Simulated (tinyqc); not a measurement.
Worked calculation: bound state in one dimension: Numerov shooting, finite differences, DVR. Computed by tinyqc, a small Python program that keeps every step. Settings: points = 96. Command: `OMP_NUM_THREADS=1 python tinyqc.py 25651 25652 out.jsonl` (the two numbers bound the seeds that draw the settings). One thread of a shared host (Intel(R) Xeon(R) Processor @ 2.60GHz), about 0.02 s of CPU time with the checks.

## Numerov steps at E = 0.1

One particle of mass 1 in V = 1.02^2 x^2/2 + 0.2 x^4 (atomic units), psi = 0 at both ends:
```
parameter                 value
left end              -4.500000
right end              4.500000
intervals                    96
h                      0.093750
state sought (nodes)          3
```

k_i = 2 m (E - V_i); (1 + h^2 k_(i+1)/12) y_(i+1) = 2 (1 - 5 h^2 k_i/12) y_i - (1 + h^2 k_(i-1)/12) y_(i-1), from y_0 = 0, y_1 = 0.001.

Points along the way:
```
i         x        V          k             y
0   -4.5000  92.5465  -184.8931        0.0000
1   -4.4062  85.4885  -170.7769        0.0010
2   -4.3125  78.8491  -157.4981        0.0037
3   -4.2188  72.6111  -145.0223        0.0120
4   -4.1250  66.7578  -133.3157        0.0371
5   -4.0312  61.2726  -122.3452        0.1094
32  -1.5000   2.1829    -4.1659   752381.5252
33  -1.4062   1.8108    -3.4217   940725.3181
34  -1.3125   1.4896    -2.7793  1157296.3164
35  -1.2188   1.2139    -2.2279  1402070.6001
36  -1.1250   0.9787    -1.7575  1674233.9051
37  -1.0312   0.7794    -1.3588  1972198.8405
```

## Bisection on the node count

With more sign changes than the state has nodes (the last point included) the energy is too high, else too low; the bracket starts as 0.1 to 12.

Trials:
```
trial         E  sign changes  y at the right end   next
1      6.050000             4            1.92e+11  lower
2      3.075000             2            7.98e+12  raise
3      4.562500             3           -1.21e+12  raise
4      5.306250             3           -1.95e+10  raise
5      5.678125             4            1.76e+11  lower
6      5.492188             4            1.08e+11  lower
7      5.399219             4            5.23e+10  lower
8      5.352734             4            1.85e+10  lower
9      5.329492             4            6.38e+07  lower
10     5.317871             3           -9.58e+09  raise
11     5.323682             3           -4.73e+09  raise
12     5.326587             3           -2.32e+09  raise
13     5.328040             3           -1.13e+09  raise
14     5.328766             3           -5.31e+08  raise
...         ...           ...                 ...    ...
29     5.329414             3           -6.59e+03  raise
30     5.329414             4            2.48e+03  lower
31     5.329414             3           -2.05e+03  raise
```

eigenvalue = 5.329414 hartree

## The same grid by other methods

Three-point finite differences and the sine-DVR kinetic matrix of Colbert and Miller on the same points.

Lowest levels (hartree):
```
state  finite differences     DVR
0                  0.6094  0.6098
1                  1.9676  1.9706
2                  3.5565  3.5660
3                  5.3083  5.3295
4                  7.1912  7.2304
5                  9.1848  9.2495
```
